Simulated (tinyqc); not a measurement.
Quantum against classical capture: non-radiative capture by multiphonon emission, one effective mode. Computed by tinyqc, a small Python program. Command: `OMP_NUM_THREADS=1 python tinyqc.py 3014615 3014616 out.jsonl capture walk`. One thread of a shared host (Intel(R) Xeon(R) Processor @ 2.30GHz), about 0.01 s of CPU time with the checks.

The initial state (free carrier plus empty centre) lies dE above the final state; both have the same frequency and are displaced by dQ.

Inputs (values chosen for the exercise, with mass, screening and phonons like those of beta-Ga2O3):
```
quantity                     value                   unit
energy released dE           0.171                     eV
phonon energy hbar omega      33.8                    meV
Huang-Rhys factor S           1.24                      -
electron-phonon coupling W  0.0021  eV/(u^(1/2) angstrom)
cell volume V                 1230             angstrom^3
degeneracy g                     1                      -
broadening b                    23                    meV
carrier mass m                3.11                    m_0
dielectric constant eps       9.95                      -
temperature T                  400                      K
```

Centre: repulsive.

Constants: hbar^2/u = 4.18015928e-03 eV angstrom^2; k_B = 8.617333262e-05 eV/K; hbar = 6.582119569e-16 eV s; Ry = 13.605693123 eV.

Method:
- dQ = sqrt(2 S (hbar^2/u)/hbar omega); relaxation energy lambda = S hbar omega; phonons needed P = dE/hbar omega; classical barrier E_b = (dE - lambda)^2/(4 lambda); occupation n = 1/(exp(hbar omega/k_B T) - 1).
- M_p = sum_m w_m <m_i|Q|(m + p)_f>^2 with Q counted from the final minimum and Boltzmann weights w_m for m = 0..24; <m_i|Q|k_f> = sqrt((hbar^2/u)/(2 hbar omega)) [sqrt(k) <m|k-1> + sqrt(k+1) <m|k+1>], with overlaps of oscillators displaced by d = sqrt(2 S) summed on 1500 points from -16 to 16 + d.
- The delta function is a Gaussian of standard deviation b at dE - p hbar omega.
- C_0 = V (2 pi/hbar) g W^2 sum_p M_p Gaussian_p. Here the sum runs over all p.
- Classical (Marcus) form: replace the sum by Q_c^2 exp(-E_b/k_B T)/sqrt(4 pi lambda k_B T), Q_c = dQ (dE + lambda)/(2 lambda).
- Sommerfeld factor of a repulsive centre: s(k) = 2 pi nu/(exp(2 pi nu) - 1), nu = sqrt(Ry*/E), Ry* = Ry m/eps^2, averaged over (2/sqrt(pi)) sqrt(x) exp(-x) dx with x = E/k_B T = t^2 (trapezoid, t to 6 in steps of 0.01).
- The last column is -k_B d ln C_0/d(1/T) from this row and the one above.

dQ = 0.553814 u^(1/2) angstrom

lambda = 0.041912 eV

classical barrier E_b = 0.0993970 eV

Against temperature:
```
T (K)  C_0, quantum (cm^3/s)  C_0, classical (cm^3/s)  Sommerfeld factor  activation energy (eV)
31                2.4819e-11               1.8927e-25         4.2662e-13                       -
59                2.4896e-11               6.3999e-18         2.3666e-10              1.7272e-05
98                2.5923e-11               1.1881e-14         1.3597e-08              5.1667e-04
160               3.0571e-11               8.8953e-13         3.5580e-07              3.5938e-03
240               4.0243e-11               8.0304e-12         3.5068e-06              1.1370e-02
350               5.6864e-11               3.0116e-11         2.2047e-05              2.2751e-02
550               8.8846e-11               7.9636e-11         1.4464e-04              3.7012e-02
860               1.2938e-10               1.3563e-10         6.8955e-04              4.9416e-02
```

What does the comparison show, and why?

At 31.0 K the quantum value is 1.3e14 times the classical one: C_0 comes from tunnelling out of the lowest level and hardly depends on T. At 860 K the ratio is 0.95. The largest apparent activation energy is 0.049 eV against the classical barrier of 0.099 eV, so an Arrhenius fit understates the barrier, through tunnelling and the broadening b at low T and the T^(-1/2) prefactor at high T. The measured coefficient is C = s C_0, and s changes by a factor 1.6e9 over these rows, so C changes by 8.4e9 where C_0 changes by 5.2.

Extremes, crossings and ranges named in words are read from the listed rows.
